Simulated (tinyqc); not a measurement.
Cluster expansion of a binary alloy: correlations, fit, cross-validation and ground states: one step, computed by the program tinyqc.

s = +1 for A and -1 for B. Energy per site E = J0 + J1 P(point) + sum over clusters of m V P, with P the mean product of spins; V > 0 on a pair favours unlike neighbours. Clusters per site m: pair 1 6, pair 2 3, pair 3 12, triplet 8; the triplet is the triangle of first neighbours. Formation energies are counted from the line between pure A and pure B, which removes J0 and J1.

Question. Design matrix. Design matrix of formation energies: m (P - 1) for pairs and m (P(triplet) - P(point)) for the triplet; x = (1 - P(point))/2.

Lattice: fcc.

correlations P, counted on periodic cells, rows A, A3B L1_2, A3B D0_22, A3B (001) layers, A2B (001) layers, AB L1_0, AB L1_1, A2B2 (001) layers, AB2 (001) layers, AB3 L1_2, AB3 D0_22, AB3 (001) layers, B, columns point, pair 1, pair 2, pair 3, triplet:
$$\begin{pmatrix}
1.000000 & 1.000000 & 1.000000 & 1.000000 & 1.000000 \\
0.500000 & 0.000000 & 1.000000 & 0.000000 & -0.500000 \\
0.500000 & 0.000000 & 0.666667 & 0.333333 & -0.500000 \\
0.500000 & 0.333333 & 0.666667 & 0.000000 & 0.500000 \\
0.333333 & 0.111111 & 0.555556 & -0.333333 & 0.333333 \\
0.000000 & -0.333333 & 1.000000 & -0.333333 & 0.000000 \\
0.000000 & 0.000000 & -1.000000 & 0.000000 & 0.000000 \\
0.000000 & 0.333333 & 0.333333 & -0.333333 & 0.000000 \\
-0.333333 & 0.111111 & 0.555556 & -0.333333 & -0.333333 \\
-0.500000 & 0.000000 & 1.000000 & 0.000000 & 0.500000 \\
-0.500000 & 0.000000 & 0.666667 & 0.333333 & 0.500000 \\
-0.500000 & 0.333333 & 0.666667 & 0.000000 & -0.500000 \\
-1.000000 & 1.000000 & 1.000000 & 1.000000 & -1.000000
\end{pmatrix}$$

Give: X.

Answer.

X, rows A, A3B L1_2, A3B D0_22, A3B (001) layers, A2B (001) layers, AB L1_0, AB L1_1, A2B2 (001) layers, AB2 (001) layers, AB3 L1_2, AB3 D0_22, AB3 (001) layers, B, columns pair 1, pair 2, pair 3, triplet:
$$\begin{pmatrix}
0.00 & 0.00 & 0.00 & 0.00 \\
-6.00 & 0.00 & -12.00 & -8.00 \\
-6.00 & -1.00 & -8.00 & -8.00 \\
-4.00 & -1.00 & -12.00 & 0.00 \\
-5.33 & -1.33 & -16.00 & 0.00 \\
-8.00 & 0.00 & -16.00 & 0.00 \\
-6.00 & -6.00 & -12.00 & 0.00 \\
-4.00 & -2.00 & -16.00 & 0.00 \\
-5.33 & -1.33 & -16.00 & 0.00 \\
-6.00 & 0.00 & -12.00 & 8.00 \\
-6.00 & -1.00 & -8.00 & 8.00 \\
-4.00 & -1.00 & -12.00 & 0.00 \\
0.00 & 0.00 & 0.00 & 0.00
\end{pmatrix}$$
